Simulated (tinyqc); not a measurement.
Comparisons within one model: temperature and isotope dependence of a band gap in oscillator models. A value that a table varies takes the place of the one given here.

E(T) = E0 - sum_i sl_i th_i n_i(T), n = 1/(exp(th/T) - 1). The same coupling lowers the gap at 0 K by the zero-point term ZP = sum_i sl_i th_i/2, so the gap of the static lattice is E0 + ZP. Thermal expansion is taken as part of the slopes.

Two-parameter forms are made to pass through the falls at the two temperatures T12: Varshni aV T^2/(T + bV), from the line T^2/fall = (T + bV)/aV; one oscillator s1 t1/(exp(t1/T) - 1), with t1 from the ratio of the falls.

Constants: kB = 8.617333262e-05 eV/K; hbar^2/2m0 = 3.80998211 eV angstrom^2.

Parameters, chosen for this exercise (near those of GaN; not measured data):
```
symbol  value             unit   meaning
E0      3.492             eV     gap at 0 K
th      (254, 756)        K      temperatures of two oscillators
sl      (0.2528, 0.3492)  meV/K  their high-temperature slopes
T12     (390, 880)        K      temperatures of the fits
mm      0.58              m0     geometric mean of the density-of-states masses
T       200               K      temperature
```

## How far the fits carry

Falls of the gap from E0, and errors of the two fits against the model.

Results:
```
T (K)  fall (meV)  Varshni - model (meV)  one oscillator - model (meV)  fall/ZP
20           0.00                   0.49                          0.00    0.000
50           0.40                   2.50                         -0.39    0.002
100          5.64                   5.12                         -3.49    0.034
200         31.24                   6.21                         -4.15    0.190
300         71.31                   3.31                         -1.63    0.435
400        119.37                  -0.34                          0.13    0.727
600        226.37                  -4.19                          1.22    1.379
800        339.68                  -2.20                          0.54    2.070
```

Below the first fit point the largest errors are +6.21 meV (Varshni, 200 K, on a fall of 31.24 meV) and -4.15 meV (one oscillator, 200 K); a T^2 law cannot freeze out; a single oscillator misses the soft modes. No row lies well beyond the second fit point, so the table does not test extrapolation to high T. The thermal fall equals ZP between 400 and 600 K.

## What the shift does to the intrinsic density

ni = 2 (mm kT/(4 pi c))^(3/2) exp(-E/2kT), c = hbar^2/2m0, with E(T) and with E0; 1 angstrom^-3 = 1e24 cm^-3. Apparent gap from an Arrhenius plot of ni/T^(3/2): E(T) - T dE/dT, dE/dT = -sum sl_i (th_i/T)^2 n_i (1 + n_i).

Results:
```
T (K)  E(T) (eV)  ni (cm^-3)  ni with E(T) / ni with E0  apparent gap (eV)
200       3.4608    1.50e-25                      2.475             3.5289
250       3.4421    1.70e-16                      3.186             3.5430
300       3.4207    2.05e-10                      3.972             3.5555
350       3.3974    4.84e-06                      4.801             3.5661
400       3.3726     0.00967                      5.649             3.5750
500       3.3203         440                      7.331             3.5889
700       3.2095    1.10e+08                     10.402             3.6065
```

Using E0 in place of E(T) understates ni by a factor that rises from 2.48 to 10.40, towards exp(sum sl/2kB) = 32.9. The slope of an Arrhenius plot returns neither E(T) nor E0 but the intercept of the tangent, 3.5555 eV at 300 K, which lies 63 meV above E0 and tends to the static gap 3.6561 eV.

## What each parameter does

Gap at T, slope -sum sl_i (th_i/T)^2 n_i (1 + n_i) and ZP. Each row changes one parameter from the base and keeps the others.

Results:
```
case                         E(T) (eV)  dE/dT (meV/K)  ZP (meV)
base                            3.4608        -0.3407    164.10
T = 240 K                       3.4461        -0.3925    164.10
E0 = 3.502 eV                   3.4708        -0.3407    164.10
th = (254, 907) K               3.4635        -0.3001    190.47
sl = (0.3286, 0.3492) meV/K     3.4532        -0.4070    173.73
```

The largest shifts from the base row, up to three for each result and ties (the steps differ in size, so this ranks the rows, not the parameters). E(T) (eV): T -0.0147, E0 +0.0100, sl -0.0075. dE/dT (meV/K): sl -0.0664, T -0.0519, th +0.0405; unchanged at the printed digits by E0. ZP (meV): th +26.36, sl +9.63; unchanged at the printed digits by T and E0.

Program tinyqc; command `OMP_NUM_THREADS=1 python tinyqc.py 1850644 1850645 out.jsonl`; about 0.01 s on one thread of a shared Intel(R) Xeon(R) Processor @ 2.30GHz.
